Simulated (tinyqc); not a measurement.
Speed against selectivity over temperature: anisotropic wet etching of Si(100): plane rates, V-grooves, membranes and undercut. Computed by tinyqc, a small Python program. Command: `OMP_NUM_THREADS=1 python tinyqc.py 3025482 3025483 out.jsonl wetetch walk`. One thread of a shared host (Intel(R) Xeon(R) Processor @ 2.30GHz), about 0.01 s of CPU time with the checks.

A long slot opens the mask on a (100) wafer. The floor etches at R100; (111) walls stand at theta = arctan(sqrt2) = 54.7356 degrees to the surface and recede at R111 along their normal.

Inputs (values chosen for the exercise, close to those used for potassium hydroxide solutions): prefactor k0 of the (100) rate = 3.9e+08 um/min; activation energy of (100), E = 0.6 eV; ratio (100)/(111) at 80 C = 120; extra energy of (111), dE = 0.095 eV; ratio (100)/oxide at 80 C = 190; extra energy of the oxide, dE_ox = 0.25 eV; misalignment of the mask = 1 degrees; wafer thickness d = 380 um; membrane thickness wanted = 7.9 um.

Constants: k_B = 8.617333262e-05 eV/K.

Method:
- R100 = k0 exp(-E/(k_B T)); a ratio given at 80 C scales as exp[(extra energy/k_B)(1/T - 1/353.15 K)]; R111 and R_ox follow by division.
- Temperatures in kelvin are T(C) + 273.15.
- Each row etches to the depth d - membrane; undercut per side = (R111/sin(theta) + R100 sin(misalignment)) x time.

Etching to a fixed depth:
```
T (C)  R100 (um/min)  R100/R111  time (h)  undercut (um)  oxide consumed (nm)
30            0.0413     200.81    150.06          8.763                505.2
40            0.0861     178.80     72.07          9.043                685.8
50            0.1712     160.34     36.22          9.336                913.5
60            0.3269     144.73     18.97          9.643               1196.0
70            0.6011     131.43     10.32          9.962               1541.5
80            1.0678     120.00      5.81         10.292               1958.4
90            1.8378     110.12      3.37         10.633               2455.6
100           3.0721     101.51      2.02         10.983               3041.8
```

What follows from these numbers?

From 30 to 100 C the time falls by a factor 74.3, while the oxide loss grows by 6.02 and the undercut by 1.25: the slower planes and the mask have the higher activation energies, so heat costs selectivity. Misalignment gives 6.49 um of the undercut at any T.
